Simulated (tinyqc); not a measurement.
Ground states by the convex hull: cluster expansion of a binary alloy: correlations, fit, cross-validation and ground states. Computed by tinyqc, a small Python program. Command: `OMP_NUM_THREADS=1 python tinyqc.py 3002697 3002698 out.jsonl clex walk`. One thread of a shared host (Intel(R) Xeon(R) Processor @ 2.30GHz), about 0.05 s of CPU time with the checks.

s = +1 for A and -1 for B. Energy per site E = J0 + J1 P(point) + sum over clusters of m V P, with P the mean product of spins; V > 0 on a pair favours unlike neighbours. Clusters per site m: pair 1 4, pair 2 3, pair 3 6, triplet 12; the triplet is two first-neighbour bonds closed by a second-neighbour bond. Formation energies are counted from the line between pure A and pure B, which removes J0 and J1.

Inputs (values chosen for the exercise, for a model alloy):
```
quantity                    value      unit
first-pair interaction V1    4.12       meV
second-pair interaction V2   -0.7       meV
third-pair interaction V3   -0.18       meV
triplet interaction Vt      -0.21       meV
noise amplitude               1.2  meV/site
```

Lattice: bcc.

Method:
- Design matrix of formation energies: m (P - 1) for pairs and m (P(triplet) - P(point)) for the triplet; x = (1 - P(point))/2.
- Exact: X V with V = (V1, V2, V3, Vt). The data to fit add the noise amplitude times the normal numbers, standing for what the clusters leave out.
- Leave out pair 3: A = X^T X and b = X^T E (E being the data with noise) over these three columns; solve A V = b. The root-mean-square error runs over the structures between the pure ends.
- Height above the hull = E less the lowest straight line between two structures that bracket x (or the lowest structure at the same x). The three-term fit is X V with the fitted values.

correlations P, counted on periodic cells:
```
                     point    pair 1    pair 2    pair 3   triplet
A                  1.00000   1.00000   1.00000   1.00000   1.00000
A3B D0_3           0.50000   0.00000   0.00000   1.00000  -0.50000
A3B (001) layers   0.50000   0.00000   0.66667   0.33333   0.16667
A2B C11_b          0.33333  -0.33333   0.55556   0.11111  -0.11111
AB B2              0.00000  -1.00000   1.00000   1.00000   0.00000
AB B32             0.00000   0.00000  -1.00000   1.00000   0.00000
A2B2 B11           0.00000   0.00000   0.33333  -0.33333   0.00000
AB (110) layers    0.00000   0.00000  -0.33333  -0.33333   0.00000
AB2 C11_b         -0.33333  -0.33333   0.55556   0.11111   0.11111
AB3 D0_3          -0.50000   0.00000   0.00000   1.00000   0.50000
AB3 (001) layers  -0.50000   0.00000   0.66667   0.33333  -0.16667
B                 -1.00000   1.00000   1.00000   1.00000  -1.00000
```

standard normal numbers for the noise (0 for the pure ends): A 0.000, A3B D0_3 1.472, A3B (001) layers 0.771, A2B C11_b 0.409, AB B2 -1.309, AB B32 1.444, A2B2 B11 -0.118, AB (110) layers -0.960, AB2 C11_b -0.033, AB3 D0_3 -1.695, AB3 (001) layers -1.175, B 0.000

X:
```
                   pair 1   pair 2   pair 3   triplet
A                  0.0000   0.0000   0.0000    0.0000
A3B D0_3          -4.0000  -3.0000   0.0000  -12.0000
A3B (001) layers  -4.0000  -1.0000  -4.0000   -4.0000
A2B C11_b         -5.3333  -1.3333  -5.3333   -5.3333
AB B2             -8.0000   0.0000   0.0000    0.0000
AB B32            -4.0000  -6.0000   0.0000    0.0000
A2B2 B11          -4.0000  -2.0000  -8.0000    0.0000
AB (110) layers   -4.0000  -4.0000  -8.0000    0.0000
AB2 C11_b         -5.3333  -1.3333  -5.3333    5.3333
AB3 D0_3          -4.0000  -3.0000   0.0000   12.0000
AB3 (001) layers  -4.0000  -1.0000  -4.0000    4.0000
B                  0.0000   0.0000   0.0000    0.0000
```

fitted V1, V2, Vt (meV): 4.15769  -0.96410  -0.36329

exact energies (meV/site): A 0.00, A3B D0_3 -11.86, A3B (001) layers -14.22, A2B C11_b -18.96, AB B2 -32.96, AB B32 -12.28, A2B2 B11 -13.64, AB (110) layers -12.24, AB2 C11_b -21.20, AB3 D0_3 -16.90, AB3 (001) layers -15.90, B 0.00

Hull among these structures (meV/site):
```
structure              x  exact E  above hull  fitted E  above hull, fit
A                 0.0000     0.00       0.000     0.000            0.000
A3B D0_3          0.2500   -11.86       4.620    -9.379            7.252
A3B (001) layers  0.2500   -14.22       2.260   -14.213            2.417
A2B C11_b         0.3333   -18.96       3.013   -18.951            3.223
AB B2             0.5000   -32.96       0.000   -33.261            0.000
AB B32            0.5000   -12.28      20.680   -10.846           22.415
A2B2 B11          0.5000   -13.64      19.320   -14.703           18.559
AB (110) layers   0.5000   -12.24      20.720   -12.774           20.487
AB2 C11_b         0.6667   -21.20       1.053   -22.826            0.326
AB3 D0_3          0.7500   -16.90       0.000   -18.098            0.000
AB3 (001) layers  0.7500   -15.90       1.000   -17.120            0.978
B                 1.0000     0.00       0.000     0.000            0.000
```

lowest exact formation energy = -32.96 meV/site

What does the comparison show, and why?

On the exact hull: A, AB B2, AB3 D0_3, B. The fit finds the same set. A structure at zero height may lie on a tie line without being a vertex, and structures outside this list could lie lower.

Extremes, crossings and ranges named in words are read from the listed rows.
